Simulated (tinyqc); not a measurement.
Grain growth, pinning, strength and diffusional creep of a polycrystal or thin film: one step, computed by the program tinyqc.

One mean grain size d describes the structure.

Question. Mobility and the sizes at which growth stops. M = M0 exp(-Q_m/(k_B T)). The driving pressure is 2 gamma/d. Zener pinning pressure 3 f gamma/(2 r) stops growth at d_Z = 4 r/(3 f). The limit is d_lim = d_Z.

Inputs (values chosen for the exercise, modelled on polycrystalline silicon):
```
quantity                                    value       unit
mobility prefactor M0                     3.4e-05  m^4/(J s)
activation energy of boundary motion Q_m     3.03         eV
anneal temperature T                         1129          K
particle volume fraction f                 0.0029          -
particle radius r                              18         nm
```

Sample: bulk.

Constants: k_B = 8.617333262e-05 eV/K.

Give: mobility M; Zener size d_Z; limit d_lim.

Answer.

mobility M = 1.013e-18 m^4/(J s)

Zener size d_Z = 8276 nm

limit d_lim = 8276 nm
